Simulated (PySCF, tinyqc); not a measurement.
Starting guesses with DIIS over 6 matrices: SCF starting guesses in the sto-3g basis, for H3+, spin multiplicity 1. Computed by the program tinyqc with PySCF. RHF with one setting changed at a time; a run stops when the energy changes by less than 1e-09 hartree and the error matrix is below 1e-5. Starts: the lowest orbitals of the core Hamiltonian, of the Wolfsberg-Helmholz matrix (K = 1.75), projected atomic densities, random orbitals, and the highest orbitals of the core Hamiltonian (a deliberately bad start).

Geometry (angstrom):

| atom | x | y | z |
|---|---|---|---|
| H | 0.0000 | 0.0000 | 0.0000 |
| H | 0.0000 | 0.0000 | 1.0260 |
| H | 0.0000 | 0.0000 | -1.0260 |

lowest restricted solution found by these runs and by PySCF = -1.183523 hartree

Largest element of the error matrix X^T (FDS - SDF) X:

| iteration | core | Wolfsberg-Helmholz | atomic densities | random | highest core orbitals |
|---|---|---|---|---|---|
| 1 | 1.8e-01 | 2.7e-02 | 6.0e-02 | 3.0e-01 | 7.5e-02 |
| 2 | 2.5e-02 | 3.6e-03 | 5.6e-03 | 1.9e-01 | 2.4e-02 |
| 3 | 7.8e-05 | 1.2e-06 | 1.1e-03 | 1.9e-02 | 8.1e-04 |
| 4 | 3.3e-05 | 5.1e-07 | 7.0e-04 | 1.5e-03 | 3.0e-04 |
| 5 | 2.1e-05 | - | 5.2e-04 | 8.8e-05 | 1.9e-04 |
| 6 | 1.5e-05 | - | 4.2e-04 | 3.1e-05 | 1.3e-04 |
| 8 | 9.4e-09 | - | 3.8e-08 | 1.9e-07 | 7.6e-08 |

How each run ends:

| run | iterations | E (hartree) | state |
|---|---|---|---|
| core | 8 | -1.18352 | lowest found |
| Wolfsberg-Helmholz | 4 | -1.18352 | lowest found |
| atomic densities | 9 | -1.18352 | lowest found |
| random | 8 | -1.18352 | lowest found |
| highest core orbitals | 9 | -1.18352 | lowest found |

What does the comparison show, and why?

5 of 5 runs reach the lowest restricted solution found, in 4 to 9 iterations (fastest: Wolfsberg-Helmholz). The first errors are 2e-01, 3e-02, 6e-02, 3e-01, 7e-02. The restricted reference is unstable here: a spin-polarised solution lies 0.0000 hartree lower (PySCF), so results built on it describe a poor reference.
